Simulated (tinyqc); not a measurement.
Inside a calculation: shallow donor in an anisotropic valley (effective-mass theory). Values are carried at full precision from step to step, so a last printed digit may differ when a step is redone from the rounded ones.

Constants: Ry = 13.60569312 eV; a0 (Bohr radius) = 0.5291772105 angstrom; hbar^2/2m0 = 3.80998211 eV angstrom^2; e^2/(4 pi eps0) = 14.39964547 eV angstrom.

Inputs chosen for the exercise (near those of 3C SiC; not measured data):
```
symbol  value  unit      meaning
ml      0.677  m0        longitudinal mass
mt      0.24   m0        transverse mass
eps     9.8              dielectric constant
a       18.7   angstrom  trial radius across the axis
b       14.5   angstrom  trial radius along the axis
```

## Hydrogen-like estimates

Ry* = Ry m/eps^2 and a* = a0 eps/m for four choices of one mass: mt, the conductivity mass 3/(1/ml + 2/mt), the density-of-states mass (ml mt^2)^(1/3), and ml.

Estimates:
```
mass               m (m0)  Ry* (meV)  a* (angstrom)
mt                 0.2400      34.00          21.61
conductivity       0.3058      43.32          16.96
density of states  0.3391      48.04          15.29
ml                 0.6770      95.91           7.66
```

## Energy of one trial function

One valley: H = -c [(d2/dx2 + d2/dy2)/mt + (d2/dz2)/ml] - q/(eps r), c = hbar^2/2m0, q = e^2/(4 pi eps0). Trial function exp(-sqrt((x^2 + y^2)/a^2 + z^2/b^2)) with a > b: T = (c/3)(2/(mt a^2) + 1/(ml b^2)), V = -(q/eps) atan(u/b)/u, u = sqrt(a^2 - b^2). The central cell of the impurity is left out.

Evaluate T, V and E. Scaling both radii by f changes T to T/f^2 and V to V/f, so the best factor is f = -2T/V, with energy -V^2/(4T).

T = 39.187 meV
V = -85.043 meV
E = -45.856 meV
best scale factor = 0.9216
energy after scaling = -46.139 meV

The virial ratio -V/T is 2.170; it is 2 at the best scale. Scaling gains 0.284 meV.

## Scan over the shape

For each ratio b/a = 0.2, 0.3, ..., 0.9 the best scale follows from a = -2 T1/V1, with T1 and V1 taken at a = 1 angstrom.

Scan:
```
b/a  a (angstrom)  b (angstrom)  E (meV)
0.2         55.98         11.20  -18.343
0.3         32.23          9.67  -30.254
0.4         24.01          9.60  -38.711
0.5         20.36         10.18  -43.634
0.6         18.55         11.13  -45.915
0.7         17.61         12.33  -46.460
0.8         17.15         13.72  -45.940
0.9         16.97         15.27  -44.800
```

The best listed ratio is 0.7; (mt/ml)^(1/2) = 0.60 and (mt/ml)^(1/3) = 0.71 are common guesses.

## The minimum

Minimise over a and b. The Mott estimate n_c = (0.25/a_m)^3 uses a_m = (a^2 b)^(1/3); 1/angstrom^3 = 1e24/cm^3.

a = 17.66 angstrom
b = 12.23 angstrom
E = -46.463 meV
a_m = 15.63 angstrom
n_c = 4.09 x 1e18/cm^3

b/a = 0.693. The binding energy is 1.367 times Ry*(mt). The central cell of a real donor shrinks the orbit and raises n_c.

## Checks

- Energy from 21 anisotropic Gaussians against the two-parameter function, meV: -46.48 against -46.46.

Program tinyqc; command `OMP_NUM_THREADS=1 python tinyqc.py 1280539 1280540 out.jsonl`; about 0.01 s on one thread of a shared Intel(R) Xeon(R) Processor @ 2.30GHz.
